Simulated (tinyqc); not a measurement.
What moves the results: linear model of a band gap against the share of exact exchange. A value that a table varies takes the place of the one given here.

E(alpha) = E0 + S alpha. A wider gap screens less, modelled in the Penn form eps(alpha) = 1 + (e0 - 1)(EP/(EP + S alpha))^2 with a scale EP chosen for the exercise. A dielectric-dependent hybrid takes alpha = 1/eps.

Values chosen for the exercise (of the order of those of TiO2; shifted at random, so the results belong to these values and not to a real crystal): E0 = 1.87 eV (gap of the semi-local functional); S = 8.63 eV (slope dE/d(alpha)); e0 = 8.55 (optical dielectric constant at alpha = 0); EP = 12.2 eV (energy scale of the screening); Et = 3.3 eV (target gap).

## Sweep of alpha

Also the exciton scale relative to alpha = 0, (m/m(0))(eps(0)/eps)^2, with a mass proportional to E + D, D = E0/2 + 0.3 eV, a k.p rule for direct gaps only.

Results:
```
alpha  E (eV)    eps  alpha eps  exciton scale
0.00    1.870  8.550      0.000           1.00
0.05    2.301  8.043      0.402           1.29
0.10    2.733  7.585      0.759           1.62
0.15    3.164  7.171      1.076           2.01
0.20    3.596  6.794      1.359           2.46
0.25    4.027  6.451      1.613           2.98
0.35    4.891  5.851      2.048           4.21
0.50    6.185  5.120      2.560           6.66
```

What can be read from the table?

alpha eps reaches 1 between alpha = 0.1 and 0.15 (fixed point 0.138), and the target gap is met between 0.15 and 0.2. At the fixed point the gap is 3.06 eV, -0.24 eV from the target. From 0 to 0.25 the gap grows by 2.16 eV while eps falls by 25 %; the exciton scale, which takes both, grows by a factor of 2.98 (formal for an indirect gap).

## What each parameter does

Fixed point alpha = 1/eps(alpha), gap and eps there. Each row changes one parameter from the base and keeps the others.

Results:
```
case            alpha  E (eV)    eps
base           0.1375   3.057  7.270
E0 = 1.683 eV  0.1375   2.870  7.270
S = 9.493 eV   0.1401   3.200  7.139
e0 = 9.405     0.1233   2.934  8.111
EP = 13.42 eV  0.1353   3.038  7.390
```

How do the results move?

The largest shifts from the base row, up to three for each result and ties (the steps differ in size, so this ranks the rows, not the parameters). alpha: e0 -0.0142, S +0.0025, EP -0.0022; unchanged at the printed digits by E0. E (eV): E0 -0.187, S +0.143, e0 -0.123. eps: e0 +0.840, S -0.132, EP +0.119; unchanged at the printed digits by E0.

tinyqc: `OMP_NUM_THREADS=1 python tinyqc.py 1880252 1880253 out.jsonl`; about 0.01 s, one thread, shared Intel(R) Xeon(R) Processor @ 2.30GHz.
